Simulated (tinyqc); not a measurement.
Schottky barrier on an n-type semiconductor, non-linear Poisson equation by Newton steps: course of the Newton iteration.

One dimension, metal at x = 0, donor density C(x) = Nd, uniform. Energies are counted from the electron Fermi level of the semiconductor and the conduction-band edge is Ec = -psi, so n = Nc exp(psi/Vt); holes follow the Fermi level of the metal, at -V, so p = Nv exp((V - psi - Eg)/Vt). Ends: psi(0) = V - phiB and psi = Vt ln(Nd/Nc) deep inside. Boltzmann statistics, full ionisation, no current, no image force in the Poisson equation.

a_i = eps0 eps_r/h_i for the interval from node i to i + 1, with h_i = x_(i+1) - x_i in cm.

Start: A straight line in x from psi_0 = V - phiB to psi_b = Vt ln(Nd/Nc).

n_i = Nc exp(psi_i/Vt), p_i = Nv exp((V - psi_i - Eg)/Vt), rho_i = p_i - n_i + C_i, g_i = (n_i + p_i)/Vt. Box widths w_i = (h_(i-1) + h_i)/2 in cm. Residual F_i = a_i (psi_(i+1) - psi_i) - a_(i-1) (psi_i - psi_(i-1)) + q rho_i w_i; Jacobian: a_(i-1) and a_i beside the diagonal, b_i = -a_(i-1) - a_i - q g_i w_i on it. The two end nodes are fixed.

Solve the tridiagonal system a_(i-1) d_(i-1) + b_i d_i + a_i d_(i+1) = -F_i for nodes 1 to 10, with d = 0 on fixed nodes. Each component d is damped to sign(d) Vt ln(1 + |d|/Vt) before it is added.

Stop when the largest undamped |d| is below 1e-9 V, or after 80 iterations.

Inputs (values chosen for the exercise); band and dielectric values close to those of cadmium telluride:
- T = 300 K (temperature)
- Eg = 1.49 eV (band gap)
- eps_r = 10 (relative permittivity)
- Nc = 7.87e17 cm^-3 (conduction-band density of states at T)
- Nv = 1.77e19 cm^-3 (valence-band density of states at T)
- Nd = 2.3e16 cm^-3 (donor density deep in the semiconductor)
- phiB = 0.69 eV (barrier height)
- V = 0 V (bias of the metal against the semiconductor)

Constants: q = 1.602176634e-19 C, kB = 1.380649e-23 J/K, Vt = kB T/q, eps0 = 8.8541878128e-14 F/cm where lengths are in cm. Results are converted to the units shown.

```
node  x (nm)  donor density C (cm^-3)
0          0                   2.3e16
1         17                   2.3e16
2       36.8                   2.3e16
3       59.8                   2.3e16
4       86.6                   2.3e16
5        118                   2.3e16
6        154                   2.3e16
7        196                   2.3e16
8        245                   2.3e16
9        302                   2.3e16
10       369                   2.3e16
11       446                   2.3e16
```

Course of the iteration:
```
iteration  largest |F| (C/cm^2)  largest |d| (V)  at node
1                       2.60e-8            0.977        7
2                       2.14e-8            0.672        7
3                       3.18e-8            0.403        6
4                       2.06e-8            0.215        6
5                       1.05e-8           0.0970        5
6                       6.61e-9           0.0370        5
7                       3.40e-9          9.73e-3        5
8                      6.47e-10          1.18e-3        5
9                      1.38e-11          2.29e-5        5
10                     5.41e-15          8.96e-9        5
11                      < 1e-20          < 1e-13        5
```

Did this iteration meet its convergence test, and what does its course show?

Yes. Converged in 11 iterations. Once the step is below 0.1 Vt, 3 more iteration(s) reach the threshold: near the solution the error is roughly squared each time.

Program tinyqc, `OMP_NUM_THREADS=1 python tinyqc.py 2020054 2020055 out.jsonl`; Intel Xeon 2.30GHz, shared host, one thread, about 0.04 s.
